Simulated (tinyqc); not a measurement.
Enthalpies against pressure: pressure-driven transition between two phases with analytic equations of state. Computed by tinyqc, a small Python program. Command: `OMP_NUM_THREADS=1 python tinyqc.py 3006884 3006885 out.jsonl transition walk`. One thread of a shared host (Intel(R) Xeon(R) Processor @ 2.30GHz), about 0.02 s of CPU time with the checks.

Each phase obeys E = E0 + (B0 V/B') [(V0/V)^B'/(B' - 1) + 1] - B0 V0/(B' - 1), P = (B0/B') [(V0/V)^B' - 1]; E0 = 0 for phase 1 and Delta E0 for phase 2. H = E + P V.

Inputs (values chosen for the exercise, for two model phases):
```
quantity,value,unit
volume V0 of phase 1,18.8,angstrom^3/atom
B0 of phase 1,132,GPa
B' of phase 1,3.79,-
volume V0 of phase 2,14.3,angstrom^3/atom
B0 of phase 2,138,GPa
B' of phase 2,4.54,-
"energy of phase 2 above phase 1, Delta E0",0.051,eV/atom
```

Equation of state: Murnaghan.

Constants: 1 eV/angstrom^3 = 160.2176634 GPa.

Method. Start from P = Delta E0/(V0 of phase 1 - V0 of phase 2); at each P solve P(V) = P for both phases and step P(new) = P - (H_2 - H_1)/(V_2 - V_1); stop when |H_2 - H_1| < 1e-10 eV. At the zero-temperature transition the volume change is V_2/V_1 - 1 and the work is P (V_1 - V_2). For each P solve P(V) = P in both phases.

transition pressure = 1.83001 GPa

V_1 at the transition = 18.5477 angstrom^3

V_2 at the transition = 14.1170 angstrom^3

Both phases:
```
P (GPa),V_1 (angstrom^3),V_2 (angstrom^3),H_2 - H_1 (meV/atom),stable
0.00,18.800,14.300,51.000,phase 1
0.46,18.735,14.253,38.106,phase 1
0.92,18.671,14.206,25.262,phase 1
1.40,18.606,14.159,11.913,phase 1
1.70,18.565,14.130,3.597,phase 1
2.00,18.525,14.101,-4.697,phase 2
2.40,18.472,14.063,-15.725,phase 2
2.90,18.407,14.016,-29.458,phase 2
```

What does the comparison show, and why?

H_2 - H_1 changes with slope V_2 - V_1, from -4.500 to -4.392 angstrom^3 per atom over the table, and passes zero at 1.83 GPa. An error of 10 meV per atom in Delta E0 moves the transition by about 0.36 GPa.
